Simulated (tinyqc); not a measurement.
Born-von Karman spring model of a cubic crystal with one atom per cell: one step, computed by the program tinyqc. Command: `OMP_NUM_THREADS=1 python tinyqc.py 3028063 3028064 out.jsonl springs walk`. One thread of a shared host (Intel(R) Xeon(R) Processor @ 2.30GHz), about 0.1 s of CPU time with the checks.

First neighbours lie at a/2 (1,1,1) (8 of them), second at a (1,0,0) (6), with all permutations and signs; the volume per atom is Omega = a^3/2. Two shells of springs match a real metal only roughly, above all at the zone boundary.

Task: Sound velocities. rho = M/Omega and v = sqrt(C/rho), with C = C11, C44, C44 along [100]; (C11 + C12 + 2 C44)/2, C44, (C11 - C12)/2 along [110]; (C11 + 2 C12 + 4 C44)/3 and twice (C11 - C12 + C44)/3 along [111].

Inputs (values chosen for the exercise, modelled on molybdenum): lattice constant a = 3.147 angstrom; atomic mass M = 95.95 u.

Lattice: bcc.

C11 = 525.8113 GPa

C44 = 112.4120 GPa

C12 = 150.9009 GPa

Constants: u = 1.6605390666e-27 kg.

Give: density rho; Velocities (m/s).

Result:

density rho = 10224 kg/m^3

Velocities (m/s):
```
direction  longitudinal  transverse 1  transverse 2
[100]              7171          3316          3316
[110]              6640          3316          4282
[111]              6453          3986          3986
```

Along [110] the two transverse waves differ by a factor sqrt(2 C44/(C11 - C12)) = 0.774.
